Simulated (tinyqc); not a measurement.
Sweeping the field: donor near an oxide interface in a gate field (two-state model).

Interface at z = 0 (hard wall), donor at z = d, field F pulling electrons to the interface: potential e F z; 1 kV/cm = 1e-5 eV/angstrom, c = hbar^2/2m0, q = e^2/(4 pi eps0), Q = (eps - eo)/(eps + eo). Donor state: E_D = e F d - ED - q Q/(4 eps d), the last term joining the images of ion and electron. Interface state: z exp(-b z/2) exp(-rho^2/(2 L^2)) with E_z = c b^2/(4 mz) + 3 e F/b + q Q b/(8 eps), minimised over b; in the plane at z = 3/b the ion (distance D = d - 3/b) and its image (D' = d + 3/b) give E_rho = c/(mt L^2) - (q/eps)(sqrt(pi)/L)[erfcx(D/L) + Q erfcx(D'/L)], erfcx(x) = exp(x^2) erfc(x), minimised over L. E_I = E_z + E_rho.

The two states couple by t = t0 exp(-D/aD) with t0 = q/(eps aD) (2 aD/L) sqrt(aD b/2) v, v a valley factor; this form is an estimate. With detuning u = E_D - E_I the splitting is sqrt(u^2 + 4 t^2) and the lower state has weight (1 - u/sqrt(u^2 + 4 t^2))/2 on the donor.

Constants: hbar^2/2m0 = 3.80998211 eV angstrom^2; e^2/(4 pi eps0) = 14.39964547 eV angstrom.

Values chosen for the exercise (near those of a donor in Si below SiO2, static dielectric constants; not measured data):
```
symbol  value                                                    unit      meaning
d       90                                                       angstrom  depth of the donor
ED      45.5                                                     meV       bulk binding energy
mz      0.901                                                    m0        mass across the interface
mt      0.194                                                    m0        mass in the plane
eps     11.6                                                               dielectric constant of the semiconductor
eo      3.9                                                                dielectric constant of the oxide
aD      17.4                                                     angstrom  donor radius
v       0.45                                                               valley factor
Fl      (69.859, 78.166, 81.489, 83.15, 84.811, 88.134, 96.442)  kV/cm     fields
```

Both levels, the splitting, the donor weight and the mean depth w d + (1 - w) 3/b.

Results:
```
F (kV/cm)  E_D (meV)  E_I (meV)  splitting (meV)  donor weight  mean depth (angstrom)
69.859        15.660     23.036             7.45         0.995                   89.7
78.166        23.136     25.943             2.98         0.971                   88.3
81.489        26.127     27.068             1.36         0.846                   81.1
83.150        27.622     27.622            0.970         0.500                   60.8
84.811        29.117     28.172             1.35         0.149                   40.1
88.134        32.108     29.258             3.00         0.025                   32.5
96.442        39.585     31.898             7.74         0.003                   30.2
```

E_D rises by 0.90 and E_I by 0.33 meV per kV/cm, so they cross once, near 83.2 kV/cm, where the splitting is 2t = 0.97 meV. The donor weight passes from 0.85 to 0.15 while the detuning goes from -2t to 2t, a window of 3.4 kV/cm or 4.1 % of the field; across the table the charge moves by 60 angstrom.

tinyqc: `OMP_NUM_THREADS=1 python tinyqc.py 1251977 1251978 out.jsonl`; about 0.1 s, one thread, shared Intel(R) Xeon(R) Processor @ 2.30GHz.
